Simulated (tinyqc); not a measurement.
Localisation in a chain with random site energies (transfer matrices), step by step. Values are carried at full precision from step to step, so a last printed digit may differ when a step is redone from the rounded ones.

Hopping -t; leads with site energy 0, E = -2t cos(ka). psi_(j+1) = ((e_j - E)/t) psi_j - psi_(j-1), a product of matrices M_j = [[(e_j - E)/t, -1], [1, 0]]. For M = M_N ... M_1 the transmission is T = 4 sin^2(ka)/|M21 - M12 + M22 exp(ika) - M11 exp(-ika)|^2. Long samples draw e_j = W (x_j/2147483647 - 1/2) from x_j = 16807 x_(j-1) mod 2147483647, starting at x0. The localisation length xi, in sites, is defined by ln T = -2N/xi on average; weak disorder gives xi = 24 (4t^2 - E^2)/W^2, and the mean free path for backscattering is xi/2.

Parameters, chosen for this exercise: t = 0.95 eV (hopping); E = -0.33 eV (energy); e = (-0.1, -0.63, -0.09, -0.29, -0.95, 0.15, 0.07, -0.92, 0.06) eV (site energies of the short sample); W = 2.02 eV (full width of the disorder); a = 3.3 angstrom (spacing).

## The product of transfer matrices

Multiply site by site and give T for each length.

Running product:
```
j  (e_j - E)/t      M11      M12      M21      M22       T
1       0.2421   0.2421  -1.0000   1.0000   0.0000  0.9972
2      -0.3158  -1.0765   0.3158   0.2421  -1.0000  0.9269
3       0.2526  -0.5141   1.0798  -1.0765   0.3158  0.9493
4       0.0421   1.0548  -0.2703  -0.5141   1.0798  0.8666
5      -0.6526  -0.1744  -0.9034   1.0548  -0.2703  0.9793
6       0.5053  -1.1429  -0.1861  -0.1744  -0.9034  0.9546
7       0.4211  -0.3069   0.8250  -1.1429  -0.1861  0.9635
8      -0.6211   1.3335  -0.3263  -0.3069   0.8250  0.8576
9       0.4105   0.8543  -0.9589   1.3335  -0.3263  0.8383
```

T is 0.8383 for the whole sample and does not fall steadily (it rises at j = 3, 5 and 7): reflected waves interfere. The determinant of M stays 1.

## The same sites added without interference

One site alone reflects R_j = e_j^2/(e_j^2 + 4t^2 - E^2); incoherent addition sums R/(1 - R), and T = 1/(1 + sum).

R_j: 0.0028  0.1018  0.0023  0.0235  0.2049  0.0064  0.0014  0.1947  0.0010

sum of R/(1 - R) = 0.6509
T without interference = 0.6057

The coherent product gives 0.8383 for this sample.

## Weak-disorder lengths

Form ka, xi, xi a and the mean free path xi a/2.

ka = 1.3962 rad
xi = 20.59 sites

lengths (nm): localisation 6.796, mean free path 3.398

The formula needs xi well above one site.

## Checks

- T from the product against the Green function: both 0.83831.

(tinyqc, `OMP_NUM_THREADS=1 python tinyqc.py 1450299 1450300 out.jsonl`, Intel(R) Xeon(R) Processor @ 2.30GHz, 1 thread, shared host, about 0.09 s.)
